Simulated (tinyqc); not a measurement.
## Bandgap voltage reference from two bipolar transistors: effect of the offset of the amplifier

Two transistors of area 1 and N carry the same current I. Is(T) = Is (T/T0)^eta exp[(Vg0 q/kB)(1/T0 - 1/T)], VBE1 = Vt ln(I/Is(T)) + I rb, VBE2 = Vt ln(I/(N Is(T))) + I rb/N. The amplifier forces I R1(T) = VBE1 - VBE2 + Vos, with R(T) = R (1 + tc (T - T0)) for both resistors, and the output is Vref = VBE1 + I R2(T). Base currents and the Early effect are neglected.

Vt = kB T/q; I = (Vt ln N + Vos)/(R1(T) - rb (1 - 1/N)). Box coefficient: span of Vref between 233 and 398 K over its average over T and over 165 K. The last column is the R2 that gives zero slope at T0.

Inputs (values chosen for the exercise); values of the order met in silicon bipolar transistors:
```
symbol,value,unit,meaning
T0,300,K,reference temperature
Vg0,1.171,V,band-gap voltage extrapolated to 0 K
eta,4.3,,temperature exponent of the saturation current
Is,3.2e-16,A,saturation current of the unit transistor at T0
N,15,,area ratio of the second transistor
R1,14,kohm,"resistor across which the difference of VBE falls, at T0"
tc,2000,ppm/K,temperature coefficient of both resistors
rb,0,ohm,series resistance of the unit transistor
R2,141,kohm,output resistor at T0
```

Constants: q = 1.602176634e-19 C, kB = 1.380649e-23 J/K. Results are converted to the units shown.

Results:
```
Vos (mV)	I at T0 (uA)	Vref at T0 (V)	slope at T0 (uV/K)	box coefficient (ppm/K)	R2 for zero slope (kohm)
-5	4.643	1.260	133.8	95.04	133.0
-3	4.786	1.281	133.6	93.37	133.0
0	5.001	1.312	133.6	91.07	133.0
1	5.072	1.322	133.6	90.36	133.0
3	5.215	1.343	133.6	89.01	133.0
5	5.358	1.364	133.8	87.74	133.0
```

Estimate the missing row, Vos = -1 mV.

Computed row:
```
Vos (mV)	I at T0 (uA)	Vref at T0 (V)	slope at T0 (uV/K)	box coefficient (ppm/K)	R2 for zero slope (kohm)
-1	4.929	1.301	133.6	91.81	133.0
```

With this row back in the table: As Vos goes from -5 to 5, Vref rises from 1.260 to 1.364 V and the box coefficient falls from 95.0 to 87.7 ppm/K. Each mV of offset moves Vref by 10.4 mV, about R2/R1 = 10.1 plus the change of VBE1 with the current.

Numbers from tinyqc (`OMP_NUM_THREADS=1 python tinyqc.py 2062147 2062148 out.jsonl`; about 0.02 s on one thread of a shared Intel Xeon 2.30GHz).
